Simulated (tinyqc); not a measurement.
Nucleation and growth against temperature: classical nucleation, growth and JMAK kinetics of crystallisation from a melt or glass. Computed by tinyqc, a small Python program. Command: `OMP_NUM_THREADS=1 python tinyqc.py 3030522 3030523 out.jsonl nucl walk`. One thread of a shared host (Intel(R) Xeon(R) Processor @ 2.30GHz), about 0.01 s of CPU time with the checks.

A spherical nucleus cap on a flat wall with a sharp interface of isotropic energy gamma; lambda = Omega^(1/3) is the jump distance.

Inputs (values chosen for the exercise, for a model substance):
```
quantity                        value        unit
melting point T_m                1580           K
heat of melting per volume H     1570      J/cm^3
interface energy gamma          0.176       J/m^2
atomic volume Omega              13.4  angstrom^3
diffusion prefactor D0        7.2e-06       m^2/s
activation energy Q              2.09          eV
contact angle theta                70     degrees
wall area per volume S_v        8e+06         1/m
```

Nucleation: on a flat wall. Driving force: Turnbull (linear).

Constants: k_B = 1.380649e-23 J/K; k_B = 8.617333262e-05 eV/K.

Method:
- Driving force per volume: dG = H (T_m - T)/T_m.
- Shape factor f = (2 + cos theta)(1 - cos theta)^2/4.
- W(r) = f [4 pi r^2 gamma - (4/3) pi r^3 dG]; r* = 2 gamma/dG; W* = f 16 pi gamma^3/(3 dG^2); n* = f (4/3) pi r*^3/Omega.
- D = D0 exp(-Q/(k_B T)); attachment rate k+ = (A*/lambda^2) D/lambda^2 with A* = 2 pi r*^2 (1 - cos theta); Zeldovich factor Z = sqrt(W*/(3 pi k_B T))/n*; sites per volume N = S_v/lambda^2; I = N Z k+ exp(-W*/(k_B T)); lag time = 1/(4 pi Z^2 k+).
- Growth (Wilson-Frenkel): u = (D/lambda) [1 - exp(-dG Omega/(k_B T))].
- JMAK with steady nucleation and growth, nuclei spread at random: extended fraction X_e = (pi/3) I u^3 t^4, X = 1 - exp(-X_e); t_X = [-3 ln(1 - X)/(pi I u^3)]^(1/4); final grains per volume = Gamma(5/4) (3/pi)^(1/4) (I/u)^(3/4), Gamma(5/4) = 0.9064024771.
- Grain size = (grains per volume)^(-1/3). Rows are kept where W*/(k_B T) < 70.

Rates:
```
T (K)  W*/(k_B T)  I (1/(m^3 s))     u (m/s)   t_0.5 (s)  grain size (micrometre)
790         3.445     3.3436e+25  8.7115e-10  2.3392e+00               2.3435e-03
869         3.866     3.4087e+26  1.2521e-08  1.7735e-01               2.5536e-03
948         4.486     1.7982e+27  1.1136e-07  2.2721e-02               2.9099e-03
1027        5.408     4.9148e+27  6.8067e-07  4.5459e-03               3.5584e-03
1106        6.835     6.1404e+27  3.0734e-06  1.3881e-03               4.9063e-03
1185        9.187     2.4374e+27  1.0767e-05  6.8294e-04               8.4565e-03
1264       13.457     1.1854e+26  3.0155e-05  6.7177e-04               2.3295e-02
1343       22.517     4.1346e+22  6.8100e-05  2.6683e-03               2.0896e-01
1406       39.902     2.5567e+15  1.0996e-04  1.1813e-01               1.4938e+01
```

What follows from these numbers?

Among these rows I peaks at 1106 K, u at 1406 K and the change is fastest at 1264 K, between the two. Growth has no barrier W*, so it peaks nearer T_m than nucleation. The grain size goes as (u/I)^(1/4), from 0.0023 micrometre at the lowest T to 15 at the highest. Caution: in the coldest rows the nucleus has under 20 atoms or the barrier is under 10 k_B T, where the capillary model and steady rates are only a guide.

Extremes, crossings and ranges named in words are read from the listed rows.
